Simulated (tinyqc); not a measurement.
Minority carriers and saturation current of a heavily doped emitter: effect of temperature on the narrowing factor.

n-type, parabolic bands, full ionisation. eta = (EF - Ec)/kB T solves N = Nc F12(eta), F12(x) = (2/sqrt(pi)) int_0^infinity sqrt(u)/(1 + exp(u - x)) du. The gap shrinks rigidly by dEg = E1 [ln(N/N0) + sqrt(ln^2(N/N0) + 0.5)], an empirical law that is here taken as the true narrowing.

Nc is given at 300 K and scales as T^1.5; dEg is held. The factor nie^2/ni^2 = exp(dEg/kB T) g, g = F12(eta) exp(-eta), divides the current gain of a transistor with this emitter.

Values chosen for this exercise; band and dielectric values close to those of silicon:
- Nc = 2.82e19 cm^-3 (conduction-band density of states at 300 K)
- N = 1e20 cm^-3 (ionised donor density)
- E1 = 9.2 meV (energy of the narrowing law)
- N0 = 2e17 cm^-3 (density of the narrowing law)

Constants: q = 1.602176634e-19 C, kB = 1.380649e-23 J/K, Vt = kB T/q. Results are converted to the units shown.

Effect of temperature on the narrowing factor:

| T (K) | eta | g | nie^2/ni^2 | its logarithm |
|---|---|---|---|---|
| 150 | 5.468 | 0.04233 | 302.7 | 5.713 |
| 200 | 4.001 | 0.1192 | 92.65 | 4.529 |
| 250 | 3.093 | 0.2115 | 43.44 | 3.771 |
| 300 | 2.463 | 0.3020 | 25.53 | 3.240 |
| 350 | 1.993 | 0.3834 | 17.20 | 2.845 |
| 400 | 1.624 | 0.4540 | 12.66 | 2.538 |
| 450 | 1.323 | 0.5143 | 9.908 | 2.293 |

What does the table show?

The factor falls from 303 to 9.91. Its slope against q/kB T is 61.2 meV between the first two rows and 76.0 meV between the last two, against dEg = 115 meV: degeneracy takes back part of the narrowing. The factor grows on cooling, so the current gain of such a transistor falls.

Range of the model: Band tails, non-parabolic bands and incomplete ionisation are left out.

Computed by the program tinyqc: `OMP_NUM_THREADS=1 python tinyqc.py 2330163 2330164 out.jsonl`, one thread of a shared Intel Xeon 2.30GHz, about 0.01 s for the whole run.
